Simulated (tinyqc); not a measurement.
X-ray photoelectron analysis of a thin oxide on a semiconductor: attenuation lengths, thickness, angle series and band offsets: one step, computed by the program tinyqc. Command: `OMP_NUM_THREADS=1 python tinyqc.py 3113163 3113164 out.jsonl xps walk`. One thread of a shared host (Intel(R) Xeon(R) Processor @ 2.30GHz), about 0.01 s of CPU time with the checks.

The same element is seen in the oxide and in the substrate, at nearly the same kinetic energy; films are flat and uniform, and the work function is ignored.

Task: Peak ratio. R_0 = (rho_o/M_o) L_o/((rho_s/M_s) L_s); peak ratio R = I_ox/I_sub = R_0 [exp(d/(L_o cos theta)) - 1]; hence d = L_o cos theta ln(1 + R/R_0). A carbon layer weakens both peaks alike, by exp(-d_C/(L_o cos theta)) if its L is taken equal to L_o. This R_0 leaves out intrinsic losses from the substrate peak, so calibrated values can be larger.

Inputs (values chosen for the exercise, modelled on SiO2 on silicon):
```
quantity                        value     unit
oxide density                    2.16   g/cm^3
oxide formula mass              60.08    g/mol
substrate density                2.33   g/cm^3
substrate formula mass          28.09    g/mol
oxide thickness d                 5.2       nm
emission angle from the normal     60  degrees
carbon overlayer                 0.98       nm
```

L in the oxide = 3.638879 nm

L in the substrate = 2.873477 nm

Give: R_0; d/(L_o cos theta); ratio R; oxide share of the counts; attenuation by carbon; depth 3 L_o cos theta.

Result:

R_0 = 0.5489

d/(L_o cos theta) = 2.858

ratio R = 9.017

oxide share of the counts = 0.9002

attenuation by carbon = 0.5835

depth 3 L_o cos theta = 5.458 nm

Caution: beyond about 60 degrees elastic scattering and roughness make a single attenuation length unreliable.
